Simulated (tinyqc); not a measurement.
# Changing the temperature T

Model: leakage through a gate insulator: direct, Fowler-Nordheim, trap-assisted and Poole-Frenkel currents. Computed by tinyqc, a small Python program. Command: `OMP_NUM_THREADS=1 python tinyqc.py 3011929 3011930 out.jsonl oxideleak sweep`. One thread of a shared host (Intel(R) Xeon(R) Processor @ 2.30GHz), about 0.01 s of CPU time with the checks.

Electrons enter from the cathode Fermi level at x = 0; the conduction band of the insulator lies phi_b - e F x above it, F = V/t. WKB exponents use a parabolic band with mass m.

Inputs (values chosen for the exercise, with an insulator like SiO2):
```
quantity                          value   unit
thickness t                         3.6     nm
barrier phi_b                      3.17     eV
tunnelling mass m                  0.39    m_0
static constant eps_ox             3.83      -
optical constant eps_opt           2.19      -
voltage across the insulator V     0.81      V
trap depth phi_t                      2     eV
trap density N_t                1.1e+18  cm^-3
attempt rate nu_0                 1e+13    1/s
activation of capture E_a          0.29     eV
```

Constants: hbar^2/(2 m_0) = 3.80998212 eV angstrom^2; e = 1.602176634e-19 C; hbar = 1.054571817e-34 J s; k_B = 8.617333262e-05 eV/K; eps_0 = 8.8541878128e-12 F/m.

Method:
- For a level a distance phi(x) below the band, the WKB exponent is 2 int kappa dx with kappa = sqrt(m phi/(hbar^2/2m_0)); for a linear barrier from phi_1 down to phi_2 = max(phi_1 - e F d, 0) it is G = (4/3) sqrt(m/(hbar^2/2m_0)) (phi_1^(3/2) - phi_2^(3/2))/(e F).
- J_tun = e^3 F^2/(16 pi^2 hbar m phi_b) x exp(-G) / [1 - sqrt(phi_2/phi_b)]^2 with the free-electron mass in the cathode (m in m_0), phi_2 = max(phi_b - e V, 0): direct tunnelling for e V < phi_b, Fowler-Nordheim above. Image forces, back-flow and the limit on supply are left out, so J_tun is overstated below about 0.5 V.
- Equivalent oxide thickness = 3.9 t/eps_ox.
- A trap at depth x lies phi_t below the band. Capture: tunnel at the cathode Fermi level from 0 to x (G_in from phi_1 = phi_b), rate nu_0 exp(-G_in - E_c/k_B T) with E_c = E_a + max(phi_b - phi_t - e F x, 0), the last term being the height of the trap above the cathode Fermi level. Emission: tunnel from the trap level to the anode (G_out from phi_1 = phi_t over t - x), rate nu_0 exp(-G_out - E_a/k_B T). Re-emission to the cathode follows from detailed balance, rate_back = rate_in exp(dE/k_B T) with dE = phi_b - phi_t - e F x. Each trap passes R = rate_in rate_out/(rate_in + rate_back + rate_out) electrons per second; filling from the anode is left out.
- J_TAT = e N_t int_0^t R dx by the midpoint rule on 400 intervals; the most effective depth is the midpoint with the largest R, rounded to 0.01 nm.
- Poole-Frenkel emission over the lowered barrier of a charged trap: lowering sqrt(e F/(pi eps_opt eps_0)); J_PF = e N_t^(2/3) nu_0 exp(-(phi_t - lowering)/k_B T), one sheet of traps emitting with supply unlimited (an upper bound).

One run for each value; columns: (1) temperature T (K); (2) trap-assisted current J_TAT (A/cm^2); (3) Poole-Frenkel bound J_PF (A/cm^2); (4) tunnelling current J_tun (A/cm^2); (5) most effective depth (nm):
```
(1)        (2)        (3)        (4)   (5)
200  5.720e-29  1.656e-25  8.037e-09  3.60
240  9.690e-26  2.443e-20  8.037e-09  3.60
290  1.873e-22  6.981e-16  8.037e-09  1.69
330  2.454e-20  2.732e-13  8.037e-09  1.66
370  1.281e-18  2.940e-11  8.037e-09  1.64
460  8.735e-16  5.602e-08  8.037e-09  1.62
500  7.662e-15  6.715e-07  8.037e-09  1.62
```

Give the missing row, temperature T (K) = 410.

Computed row; columns: (1) temperature T (K); (2) trap-assisted current J_TAT (A/cm^2); (3) Poole-Frenkel bound J_PF (A/cm^2); (4) tunnelling current J_tun (A/cm^2); (5) most effective depth (nm):
```
(1)        (2)        (3)        (4)   (5)
410  3.261e-17  1.270e-09  8.037e-09  1.62
```

Interpolating between the two neighbouring rows (linearly) misses most in Poole-Frenkel bound J_PF (A/cm^2), by a factor of 20. Over the rows, trap-assisted current J_TAT (A/cm^2) rises from 5.72e-29 to 7.66e-15 (exponent d ln y / d ln x 41 between the first rows and 26 between the last); Poole-Frenkel bound J_PF (A/cm^2) rises from 1.66e-25 to 6.71e-7 (exponent d ln y / d ln x 65 between the first rows and 30 between the last); tunnelling current J_tun (A/cm^2) does not change. The exponent of tunnelling current J_tun stays at 0: tunnelling from the Fermi level does not depend on T in this formula. Arrhenius lines give 0.945 eV for J_TAT (E_a = 0.29 eV, more where the traps lie above the cathode Fermi level) and 1.231 eV for J_PF, the lowered depth.

Caution (rows 200, 240, 290, 330, 370, 410, 460): a current below about 1e-15 A/cm^2 is not measurable. Caution (all rows): the film is too thin for the Poole-Frenkel picture (the lowering is a large part of the whole drop, or the traps are further apart than the film is thick), so J_PF is only nominal.
